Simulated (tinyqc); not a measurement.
One gate, two gates and a surrounding gate.

Below threshold the potential that source and drain add obeys Laplace's equation, vanishes on the gates and decays along the channel as exp(-k y). The same ts (depleted depth over a conducting body, body thickness or wire diameter), ti and permittivities in three geometries; k is the smallest positive root of: one gate, f(k) = eps_r sin(k ti) cos(k ts) + ei cos(k ti) sin(k ts); two gates, f(k) = ei cos(k ti) cos(k ts/2) - eps_r sin(k ti) sin(k ts/2); wire, f(k) = ei J0(u)[J1(u) Y0(v) - Y1(u) J0(v)] - eps_r J1(u)[J0(u) Y0(v) - Y0(u) J0(v)], u = k ts/2, v = u + k ti. Parabolic estimates of l: sqrt((eps_r/ei) ts ti); sqrt((eps_r/(2 ei)) ts ti (1 + ei ts/(4 eps_r ti))); sqrt([2 eps_r ts^2 ln(1 + 2 ti/ts) + ei ts^2]/(16 ei)), in the same order.

Parameters, values chosen for the exercise; permittivities: semiconductor close to that of germanium, insulator close to that of silicon dioxide: relative permittivity of the semiconductor eps_r = 16; relative permittivity of the insulator ei = 3.89; insulator thickness ti = 2.5 nm; depletion depth ts = 20 nm.

Scale lengths (nm):
```
	Lambda = pi/k	l = 1/k	l(parabolic)
one gate over a conducting body	27.721	8.8240	14.341
two gates	37.097	11.808	12.362
wire	24.498	7.7979	8.4197
```

The wire has the shortest scale length, 0.660 times that of the double gate; the single gate over a conducting body has 0.747 times it, its layer ending directly on a conductor where the double gate has a second insulator. The parabolic estimates are 63 % above, 4.7 % above and 8.0 % above the exact l, in the order of the rows.

Program tinyqc, `OMP_NUM_THREADS=1 python tinyqc.py 2420087 2420088 out.jsonl`; Intel Xeon 2.30GHz, shared host, one thread, about 0.01 s.
